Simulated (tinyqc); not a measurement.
What moves the results: smearing for a one-band metal on the fcc lattice. A value that a table varies takes the place of the one given here.

Lattice vectors (units of a): a1 = (0, 1/2, 1/2), a2 = (1/2, 0, 1/2), a3 = (1/2, 1/2, 0). E(k) = -t A_1(k) - t2 A_2(k), A_m the sum of cos(k . R) over the 12 nearest and 6 second lattice vectors. Mesh k = sum (j_i/N) b_i, j_i = 0 .. N-1.

With x = (E_k - mu)/sigma: Fermi-Dirac f = 1/(1 + exp(x)), s = -f ln f - (1 - f) ln(1 - f); Gaussian f = erfc(x)/2, s = exp(-x^2)/(2 sqrt(pi)); Methfessel-Paxton (first order) f = erfc(x)/2 - x exp(-x^2)/(2 sqrt(pi)), s = (1 - 2 x^2) exp(-x^2)/(4 sqrt(pi)); cold (Marzari-Vanderbilt) with y = x + 1/sqrt(2), f = erfc(y)/2 + exp(-y^2)/sqrt(2 pi), s = y exp(-y^2)/sqrt(2 pi). With weights w = points/N^d (d the dimension), mu solves 2 sum w f = ne; E = 2 sum w f E_k, S = 2 sum w s, F = E - sigma S.

With x = (E_k - mu)/sigma: Gaussian f = erfc(x)/2, s = exp(-x^2)/(2 sqrt(pi)); Methfessel-Paxton (first order) f = erfc(x)/2 - x exp(-x^2)/(2 sqrt(pi)), s = (1 - 2 x^2) exp(-x^2)/(4 sqrt(pi)). With weights w = points/N^d (d the dimension), mu solves 2 sum w f = ne; E = 2 sum w f E_k, S = 2 sum w s, F = E - sigma S.

With x = (E_k - mu)/sigma: Fermi-Dirac f = 1/(1 + exp(x)), s = -f ln f - (1 - f) ln(1 - f). With weights w = points/N^d (d the dimension), mu solves 2 sum w f = ne; E = 2 sum w f E_k, S = 2 sum w s, F = E - sigma S.

Values chosen for the exercise: t = 0.82 eV (nearest hopping); t2 = 0.12 eV (second hopping); ne = 0.78 (electrons per cell); N = 5 (unshifted mesh); sigma = 0.41 eV (width).

## Error of each scheme against the width

All on the dense mesh N = 40. The reference is F of first-order Methfessel-Paxton smearing with sigma = 0.05 t on the mesh N = 40; it moves by 0.06 meV on the mesh N = 50; in three dimensions such meshes can agree by chance and the reference may be off by about 1 meV, so smaller errors are not resolved.

Errors (meV per cell):

| sigma (eV) | FD F | FD (E+F)/2 | Gauss F | Gauss (E+F)/2 | MP F | cold F |
|---|---|---|---|---|---|---|
| 0.082 | -2.94 | -0.08 | -0.48 | -0.01 | -0.01 | -0.04 |
| 0.123 | -6.52 | -0.08 | -1.05 | -0.04 | -0.03 | -0.11 |
| 0.164 | -11.54 | -0.03 | -1.83 | -0.06 | -0.06 | -0.19 |
| 0.246 | -25.98 | 0.10 | -4.00 | -0.12 | -0.10 | -0.41 |
| 0.328 | -46.29 | 0.12 | -7.01 | -0.11 | -0.07 | -0.69 |
| 0.492 | -103.96 | -1.06 | -15.69 | 0.00 | 0.17 | -1.78 |
| 0.656 | -182.63 | -6.13 | -27.93 | 0.08 | 0.54 | -3.78 |

reference = -2.21202 eV

How do the results move?

Doubling sigma from 0.164 to 0.328 eV multiplies the error of F by 4.0 (Fermi-Dirac) and 3.8 (Gaussian); a pure sigma^2 term would give 4. At the smallest width Fermi-Dirac errs 6.2 times as much as Gaussian, against 2 pi^2/3 = 6.6 for the ratio of the sigma^2 terms at equal sigma. At the largest width the sizes of the errors rank Gauss (E+F)/2 0.1, MP F 0.5, cold F 3.8, FD (E+F)/2 6.1, Gauss F 27.9, FD F 182.6 meV; below about 1 meV this order, and the ratios at the smallest width, carry the noise of the mesh.

## Mesh against width

Gaussian smearing, (E + F)/2. The reference is F of first-order Methfessel-Paxton smearing with sigma = 0.05 t on the mesh N = 40; it moves by 0.06 meV on the mesh N = 50; in three dimensions such meshes can agree by chance and the reference may be off by about 1 meV, so smaller errors are not resolved.

Errors (meV per cell):

| N | sigma = 0.05 t | sigma = 0.15 t | sigma = 0.4 t |
|---|---|---|---|
| 4 | 65.35 | 62.59 | 58.07 |
| 6 | 41.92 | 40.13 | 38.93 |
| 8 | 18.49 | 18.36 | 15.79 |
| 12 | 4.71 | 4.52 | 3.39 |
| 16 | 2.58 | 2.37 | 1.52 |
| 24 | 0.46 | 0.40 | 0.15 |

reference = -2.21202 eV

How do the results move?

First N from which the value stays within 2 meV of its last entry (which need not be the best one): none before the last for sigma = 0.05 t, 16 for sigma = 0.15 t, 16 for sigma = 0.4 t. At the last mesh the errors are +0.46, +0.40 and +0.15 meV. The widest smearing converges sooner with the mesh than the narrowest; a level at which its last entries rest, if any, is its bias. The smallest error belongs to 0.05 t on 0, 0.15 t on 0, 0.4 t on 6 of the 6 meshes.

## What moves the results of Fermi-Dirac smearing

All sums formed anew. Each row changes one parameter from the base and keeps the others.

Results:

| case | mu (eV) | E (eV) | S | F (eV) |
|---|---|---|---|---|
| base | -0.1489 | -2.1129 | 0.3752 | -2.2667 |
| N = 10 | 0.1815 | -2.1394 | 0.3550 | -2.2849 |
| sigma = 0.82 eV | -0.1923 | -1.9424 | 0.6527 | -2.4776 |
| ne = 0.88 | 0.2406 | -2.1323 | 0.3191 | -2.2632 |
| t2 = 0.202 eV | -0.0283 | -2.1034 | 0.3768 | -2.2579 |
| t = 0.902 eV | -0.2013 | -2.3344 | 0.3563 | -2.4804 |

How do the results move?

The largest shifts from the base row, up to three for each result and ties (the steps differ in size, so this ranks the rows, not the parameters). mu (eV): ne +0.3895, N +0.3304, t2 +0.1206. E (eV): t -0.2215, sigma +0.1705, N -0.0265. S: sigma +0.2776, ne -0.0561, N -0.0202. F (eV): t -0.2138, sigma -0.2110, N -0.0182.

Run: tinyqc, `OMP_NUM_THREADS=1 python tinyqc.py 1681824 1681825 out.jsonl`; Intel(R) Xeon(R) Processor @ 2.30GHz, one thread, shared host; about 0.3 s of CPU time with all checks.
